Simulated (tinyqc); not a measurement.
Surface orientation and number of bands: six-band hole subbands of a thin body in a field.

Basis X, Y, Z times spin, hole energies counted downwards from the unstrained edge (the hydrostatic shift is left out), c = hbar^2/2m0. For a symmetric tensor T let C(T) have C_XX = L Txx + M (Tyy + Tzz), C_XY = N Txy (cyclic), L = c (g1 + 4 g2), M = c (g1 - 2 g2), N = 6 c g3. k = q + kz n, n the unit normal, q = k1 u + k2 v with u along the channel [1-10] and v = n x u. H = C(k k^T) + (Dso/3)(1 - L.sigma) - B + e F z with (L_k)_ij = -i epsilon_kij; B is the block C built from the traceless strain with 2b, -b and sqrt(3) d in place of L, M, N. Strain: exx = eyy = (s11 + s12) sx/2, ezz = s12 sx, exy = -s44 sx/4. Hard walls at z = 0 and t; basis sin(j pi z/t), j = 1 to Nz: kz^2 = (j pi/t)^2, kz = -i D with D_jl = 4 j l/(t (j^2 - l^2)), z_jj = t/2 and z_jl = -8 t j l/(pi (j^2 - l^2))^2 for j + l odd; 1 MV/cm = 0.01 eV/angstrom.

Nz = 14. E1 is the top subband at q = 0, gap the distance to the next pair, and the masses are c q^2/(E(q) - E1) at |q| = 0.02 1/angstrom (mean of the spin pair) along the channel [1-10] and across it in the plane; a dash marks a band that does not rise.

Constants: hbar^2/2m0 = 3.80998211 eV angstrom^2.

Inputs chosen for the exercise (near those of a p-type Ge channel; the results hold for these values, not for the real material):
```
symbol  value                 unit      meaning
g1      13.32                           Luttinger gamma1
g2      4.26                            gamma2
g3      5.68                            gamma3
Dso     0.288                 eV        spin-orbit splitting
b       -2.57                 eV        tetragonal potential
d       -5.22                 eV        trigonal potential
S       (9.64, -2.63, 15.18)  1/TPa     compliances s11, s12, s44
t       50                    angstrom  body thickness
F       0.5                   MV/cm     field across the body
sx      -1                    GPa       stress along the channel [1-10], negative in compression
```

Three faces, six bands; and four bands, with Dso set to 1000 eV.

Results:
```
case           E1 (meV)  gap (meV)  m channel  m across
(001) 6 bands     165.2      159.6      0.058     0.145
(001) 4 bands     171.0      229.2      0.069     0.085
(110) 6 bands      95.1       72.4      0.042     0.160
(110) 4 bands     134.7      138.2      0.053     0.088
(111) 6 bands     114.0      113.9      0.053     0.121
(111) 4 bands     121.4      114.0      0.061     0.069
```

With six bands the top subband is shallowest on (110) (95.1 meV) and deepest on (001). Without the stress E1 would be 188.0, 131.5 and 134.0 meV, so the stress moves it by -22.9, -36.5 and -19.9 meV. The lightest channel mass is on (110) (0.042 m0). Dropping the split-off band moves E1 by 5.8, 39.7 and 7.3 meV and the gap by 69.6, 65.8 and 0.1 meV on the three faces, with Dso = 288 meV.

Run: tinyqc, `OMP_NUM_THREADS=1 python tinyqc.py 1282256 1282257 out.jsonl`; Intel(R) Xeon(R) Processor @ 2.30GHz, one thread, shared host; about 0.4 s of CPU time with all checks.
